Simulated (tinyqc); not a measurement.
X-ray photoelectron analysis of a thin oxide on a semiconductor: attenuation lengths, thickness, angle series and band offsets. Changing the emission angle from the normal. Computed by tinyqc, a small Python program. Command: `OMP_NUM_THREADS=1 python tinyqc.py 3112177 3112178 out.jsonl xps sweep`. One thread of a shared host (Intel(R) Xeon(R) Processor @ 2.30GHz), about 0.01 s of CPU time with the checks.

The same element is seen in the oxide and in the substrate, at nearly the same kinetic energy; films are flat and uniform, and the work function is ignored.

Inputs (values chosen for the exercise, modelled on SiO2 on silicon):
```
quantity,value,unit
photon energy,650,eV
binding energy of the core level,99.4,eV
oxide density,2.25,g/cm^3
oxide formula mass,60.08,g/mol
valence electrons per oxide formula,16,-
oxide gap,8.79,eV
substrate density,2.33,g/cm^3
substrate formula mass,28.09,g/mol
valence electrons per substrate formula,4,-
substrate gap,1.12,eV
oxide thickness d,3.9,nm
attenuation length over inelastic mean free path,0.91,-
carbon overlayer,0.43,nm
counts in the two peaks together,700000,-
```

Method:
- TPP-2M: lambda = E/(E_p^2 [b ln(c E) - C/E + D/E^2]) in angstrom, E_p = 28.8 sqrt(N_v rho/M), b = -0.10 + 0.944/sqrt(E_p^2 + E_g^2) + 0.069 rho^0.1, c = 0.191/sqrt(rho), U = N_v rho/M, C = 1.97 - 0.91 U, D = 53.4 - 20.8 U, with E = photon energy less binding energy in eV.
- Attenuation length L = factor x lambda.
- R_0 = (rho_o/M_o) L_o/((rho_s/M_s) L_s); peak ratio R = I_ox/I_sub = R_0 [exp(d/(L_o cos theta)) - 1]; hence d = L_o cos theta ln(1 + R/R_0). A carbon layer weakens both peaks alike, by exp(-d_C/(L_o cos theta)) if its L is taken equal to L_o. This R_0 leaves out intrinsic losses from the substrate peak, so calibrated values can be larger.
- With x = d/(L_o cos theta): d ln d/d ln R = (1 - exp(-x))/x = -d ln d/d ln R_0; counting error of R = 1/sqrt(N f (1 - f)), f the oxide share, which times the sensitivity gives that of d; an angle error adds tan(theta) d theta; d is proportional to L_o at fixed R_0. Assumed errors: 5 % in R_0, 1 degree, 5 % in L_o.

One run for each value:
```
emission angle from the normal (degrees),ratio R,depth 3 L_o cos theta (nm),angle (%),attenuation by carbon
0,4.8,5.216,0.000,0.7809
9,4.9,5.151,0.276,0.7785
18,5.5,4.960,0.567,0.7710
27,6.5,4.647,0.889,0.7576
36,8.5,4.219,1.268,0.7366
45,13.0,3.688,1.745,0.7048
54,25.3,3.066,2.402,0.6565
63,79.1,2.368,3.425,0.5800
72,808.4,1.612,5.372,0.4491
```

What does the table show?

Over the rows, ratio R rises from 4.79 to 808; depth 3 L_o cos theta (nm) falls from 5.22 to 1.61; angle (%) rises from 0 to 5.37.

Caution (rows 63.0, 72.0): beyond about 60 degrees elastic scattering and roughness make a single attenuation length unreliable.

Extremes, crossings and ranges named in words are read from the listed rows.
